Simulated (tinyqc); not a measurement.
Where a fixed hold relaxes most: thermal stress and diffusional relaxation in a metal film: Coble and Nabarro-Herring creep, cooling and holds. Computed by tinyqc, a small Python program. Command: `OMP_NUM_THREADS=1 python tinyqc.py 3013165 3013166 out.jsonl creep walk`. One thread of a shared host (Intel(R) Xeon(R) Processor @ 2.30GHz), about 0.04 s of CPU time with the checks.

A thin film on a rigid substrate is stress-free at T0. Tension is positive and the film creeps linearly: d sigma/dt = -M (mismatch) dT/dt - sigma/tau.

Inputs (values chosen for the exercise, modelled on aluminium films on silicon):

| quantity | value | unit |
|---|---|---|
| biaxial modulus M | 105 | GPa |
| expansion mismatch | 21.1 | 1e-6/K |
| atomic volume Omega | 16.6 | angstrom^3 |
| lattice prefactor D0 | 0.00022 | m^2/s |
| lattice energy E | 1.46 | eV |
| boundary prefactor (delta D_b)0 | 4.6e-14 | m^3/s |
| boundary energy E_b | 0.875 | eV |
| grain size d | 3.9 | um |
| stress-free temperature T0 | 350 | C |
| hold temperature T | 210 | C |
| hold time t | 0.078 | h |

Constants: k_B = 1.380649e-23 J/K; k_B = 8.617333262e-05 eV/K.

Method:
- Thermoelastic slope = M x mismatch; sigma_0 = slope x (T0 - T).
- Creep rate per stress: Nabarro-Herring 14 D Omega/(k_B T d^2), Coble (14 pi) delta D_b Omega/(k_B T d^3), with D = D0 exp(-E/(k_B T)), delta D_b = (delta D_b)0 exp(-E_b/(k_B T)); 1/tau = M x (sum of both)/2 (biaxial strain rate is half the uniaxial one).
- Temperatures in kelvin are T(C) + 273.15.
- For each hold temperature: sigma_0 = slope (T0 - T), relaxed stress sigma_0 (1 - exp(-t/tau)), initial rate sigma_0/tau. In confined lines the relaxed part appears as void volume.

thermoelastic slope = 2.2155 MPa/K

Holds:

| T (C) | sigma_0 (MPa) | tau (h) | relaxed (MPa) | initial rate (MPa/h) |
|---|---|---|---|---|
| 25 | 720.0375 | 2.3750e+04 | 2.3647e-03 | 3.0317e-02 |
| 65 | 631.4175 | 4.7946e+02 | 1.0271e-01 | 1.3169e+00 |
| 105 | 542.7975 | 2.2378e+01 | 1.8887e+00 | 2.4256e+01 |
| 145 | 454.1775 | 1.8957e+00 | 1.8308e+01 | 2.3959e+02 |
| 185 | 365.5575 | 2.4887e-01 | 9.8354e+01 | 1.4688e+03 |
| 225 | 276.9375 | 4.5425e-02 | 2.2720e+02 | 6.0966e+03 |
| 265 | 188.3175 | 1.0653e-02 | 1.8819e+02 | 1.7677e+04 |
| 305 | 99.6975 | 3.0208e-03 | 9.9697e+01 | 3.3004e+04 |
| 345 | 11.0775 | 9.8600e-04 | 1.1078e+01 | 1.1235e+04 |

What does the comparison show, and why?

The relaxed stress peaks at 225 C among these rows: colder holds have more stress but slower diffusion, hotter ones faster diffusion but less stress. The initial rate peaks about k_B T^2/E_b = 38 K below T0 when boundaries dominate; its largest row is 305 C. Caution: dislocation glide would cap stresses above the yield stress; capping layers can block the surface and boundary paths, and threshold stresses are ignored.

Extremes, crossings and ranges named in words are read from the listed rows.
